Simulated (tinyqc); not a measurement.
Inside a calculation. Model: charge-trap memory cell.

Computed by the program tinyqc: `OMP_NUM_THREADS=1 python tinyqc.py 2130114 2130115 out.jsonl`, one thread of a shared Intel Xeon 2.30GHz, about 0.05 s for the whole run. Printed values are rounded.

Channel, tunnel oxide, storage layer, blocking layer, gate. N electrons per area sit in a sheet at the centroid and shift the threshold by U = (q/eps0) N (tb/eb + xc tn/en). EOT = t1 + 3.9 (tn/en + tb/eb); tunnel field F = (Vg - U)/EOT; dN/dt = eta (J/q)(1 - N/Nm). Fowler-Nordheim: J = A F^2 exp(-B/F), A = q^2/(16 pi^2 hbar mo phi) (times 1e14 for A/cm^2 with F in V/nm, emitter mass m0), B = (4/3) sqrt(mo/C) phi^1.5, C = hbar^2/(2 m0).

Inputs (values chosen for the exercise); oxide values close to those of silicon dioxide, storage layer close to silicon nitride, blocking layer close to aluminium oxide:
- phi = 3.04 eV (tunnel barrier)
- mo = 0.46 m0 (tunnelling mass)
- t1 = 4.8 nm (tunnel oxide (permittivity 3.9))
- tn = 5.8 nm (storage layer)
- en = 7.1 (its relative permittivity)
- tb = 12.2 nm (blocking layer)
- eb = 9 (its relative permittivity)
- xc = 0.5 (charge centroid, share of tn counted from the blocking side)
- eta = 0.83 (capture efficiency of an empty layer)
- Nm = 2.5e13 cm^-2 (trap density)
- T = 300 K (storage temperature)
- E1 = 1.02 eV (shallowest trap depth)
- E2 = 1.89 eV (deepest trap depth)
- nu = 1e13 1/s (attempt frequency)
- Vg = 16.4 V (gate voltage less flat band and surface potential)
- d0 = 2.5e-7 s (first time step)
- gr = 1.4 (growth of the step)
- n = 10 (steps)

Constants: q = 1.602176634e-19 C, kB = 1.380649e-23 J/K, hbar = 1.054571817e-34 J s, m0 = 9.1093837015e-31 kg, Vt = kB T/q, eps0 = 8.8541878128e-14 F/cm where lengths are in cm, hbar^2/(2 m0) = 0.0380998212 eV nm^2. Results are converted to the units shown.

Range of the model: The Fowler-Nordheim form needs F t1 above phi; trap-assisted paths and leakage through the blocking layer are left out.

## Constants of the stack

EOT, the shift for 1e12 electrons per cm^2, the shift with all traps full, and the starting field, current and rate.

EOT = 13.2726 nm
shift for 1e12 cm^-2 = 0.319199 V
shift with all traps full = 7.97998 V
F(0) = 1.23563 V/nm
J(0) = 0.393590 A/cm^2
dN/dt at the start = 2.03897e18 cm^-2 s^-1

## Midpoint steps of growing length

N(half) = N + (d/2) r(N), N(new) = N + d r(N(half)), r = dN/dt; the step starts at d0 and is multiplied by gr each time. Field in the blocking layer (3.9 F + q N/eps0)/eb.

t, step 0 to 10 (s): [0, 2.5e-7, 6e-7, 1.09e-6, 1.776e-6, 2.73640e-6, 4.08096e-6, 5.96334e-6, 8.59868e-6, 1.22882e-5, 1.74534e-5]
N, step 0 to 10 (cm^-2): [0, 4.52431e11, 9.55359e11, 1.49968e12, 2.07532e12, 2.67252e12, 3.28261e12, 3.89842e12, 4.51429e12, 5.12597e12, 5.73036e12]
U, step 0 to 10 (V): [0.00000, 0.14442, 0.30495, 0.47870, 0.66244, 0.85307, 1.04781, 1.24437, 1.44096, 1.63620, 1.82913]
F, step 0 to 10 (V/nm): [1.23563, 1.22475, 1.21265, 1.19956, 1.18572, 1.17136, 1.15668, 1.14187, 1.12706, 1.11235, 1.09782]
blocking field, step 0 to 10 (V/nm): [0.535440, 0.539821, 0.544692, 0.549963, 0.555538, 0.561321, 0.567229, 0.573193, 0.579157, 0.585081, 0.590934]

A converged integration gives U = 1.847 V at the last time; the steps are 0.97 % below that. The tunnel field falls by 11.2 % while the blocking field rises by 10.4 %.

## Retention after ten years

Retention: filled traps are spread evenly in depth from E1 to E2, and each empties at the rate nu exp(-E/kB T). The share left is the mean of exp(-nu t exp(-E/kB T)) = [kB T/(E2 - E1)] [E1x(nu t exp(-E2/kB T)) - E1x(nu t exp(-E1/kB T))], E1x the exponential integral; traps shallower than about Ed = kB T ln(nu t) are empty. t = 3.15576e8 s.

Ed = 1.27976 eV
share left = 0.684268
loss a decade while Ed lies between E1 and E2, kB T ln 10/(E2 - E1) = 0.0684212

The sharp-edge estimate (E2 - Ed)/(E2 - E1) is 0.701; the true edge lies 0.577 kB T deeper.
